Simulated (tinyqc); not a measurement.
Optical transitions of a finite quantum well, step by step. Values are carried at full precision from step to step, so a last printed digit may differ when a step is redone from the rounded ones.

Each carrier sees a square well of width L with its own depth V and masses m (inside), mb (outside); c = hbar^2/2m0, k = sqrt(m E/c), kappa = sqrt(mb (V - E)/c), and level n solves k L + 2 atan[(k/m)/(kappa/mb)] = n pi. The envelope is cos(kz) for odd n and sin(kz) for even n inside, joins exp(-kappa (|z| - L/2)) outside, and is normalised to 1. Excitons and band mixing are left out.

Constants: hbar^2/2m0 = 3.80998211 eV angstrom^2; hc = 1239.841984 eV nm; fine-structure constant alpha = 0.007297352564.

Values chosen for the exercise (near those of an InGaAs well in InP; not measured data): L = 143 angstrom (well width); Eg = 0.796 eV (gap of the well); Vc = 0.235 eV (conduction offset); Vv = 0.343 eV (valence offset); me = 0.0405 m0 (electron, well); meb = 0.0799 m0 (electron, barrier); mh = 0.398 m0 (heavy hole along z, well); mhb = 0.539 m0 (heavy hole, barrier); ml = 0.0532 m0 (light hole along z, well); mlb = 0.1259 m0 (light hole, barrier); Ns = 0.26 x 1e12/cm^2 (electrons in e1); n_r = 3.29 (refractive index); G = 12 meV (half width of the line).

## Confinement energies

Up to three levels for each carrier.

Levels:
```
level  E (eV)  k (1/angstrom)  kappa (1/angstrom)
e1     0.0236         0.01583             0.06659
e2     0.0957         0.03189             0.05405
e3     0.2103         0.04728             0.02275
hh1    0.0039         0.02023             0.21902
hh2    0.0157         0.04045             0.21519
hh3    0.0352         0.06066             0.20866
lh1    0.0203         0.01682             0.10327
lh2    0.0826         0.03395             0.09277
lh3    0.1889         0.05136             0.07135
```

## Interband transitions

From e1 and e2 to each hole level: E = Eg + E_e + E_h, wavelength hc/E, squared overlap of the envelopes, and the strength |<S|p|v>|^2 in units of P^2 at the subband edge: overlap^2 times 1/2 (hh) or 1/6 (lh) for light polarised in the plane (TE), times 0 (hh) or 2/3 (lh) along z (TM).

Transitions:
```
pair    E (eV)  wavelength (nm)  overlap^2      TE      TM
e1-hh1  0.8235           1505.6     0.9557  0.4779  0.0000
e1-hh2  0.8353           1484.4     0.0000  0.0000  0.0000
e1-lh1  0.8399           1476.3     0.9956  0.1659  0.6638
e1-hh3  0.8548           1450.4     0.0190  0.0095  0.0000
e2-hh1  0.8956           1384.3     0.0000  0.0000  0.0000
e1-lh2  0.9022           1374.3     0.0000  0.0000  0.0000
e2-hh2  0.9074           1366.4     0.8626  0.4313  0.0000
e2-lh1  0.9120           1359.5     0.0000  0.0000  0.0000
e2-hh3  0.9269           1337.6     0.0000  0.0000  0.0000
e2-lh2  0.9743           1272.6     0.9807  0.1635  0.6538
e1-lh3  1.0085           1229.4     0.0020  0.0003  0.0013
e2-lh3  1.0806           1147.3     0.0000  0.0000  0.0000
```

The edge is e1-hh1 at 1506 nm. Pairs of opposite parity vanish exactly; e1-hh3 is allowed by parity and reaches 0.0190, only because the two envelopes leak differently into the barriers.

## Intersubband transitions from e1

z_1j = <1|z|j>; 1/m1 = <1|1/m|1>; f_1j = (m1/c)(E_j - E_1) z_1j^2, which sums to 1 over all bound and continuum states.

Transitions:
```
pair  E (meV)  wavelength (micrometre)  |z| (angstrom)       f
1-2      72.1                    17.19           35.31  0.9689
1-3     186.7                     6.64            0.00  0.0000
```

m1 = 0.0411 m0
sum of f over bound states = 0.9689

The continuum carries the remaining 0.0311. With hard walls z_12 = 16 L/(9 pi^2) = 25.76 angstrom and f_12 = 256/(27 pi^2) = 0.9607.

## Absorption of one well

For light polarised along z (a real waveguide or Brewster geometry adds an angle factor), with all electrons in e1 and none in e2, the peak fractional absorption is 4 pi alpha Ns c f_12/(n_r m1 G) and the area under the Lorentzian line is pi G times that, c = hbar^2/2m0; 1e12/cm^2 = 1e-4/angstrom^2. EF - E1 = 2 pi c Ns/m1 at zero temperature.

peak absorption = 0.543 %
area = 20.47 % meV
EF - E1 = 15.2 meV

EF lies below e2, as assumed.

## Checks

- Sum of f over all levels of a difference grid (60 cells across the well) against 1: 0.999 against 1.000.
- The strength f_12 on that grid against the matched envelopes: 0.968 against 0.969.

(tinyqc, `OMP_NUM_THREADS=1 python tinyqc.py 1282552 1282553 out.jsonl`, Intel(R) Xeon(R) Processor @ 2.30GHz, 1 thread, shared host, about 0.07 s.)
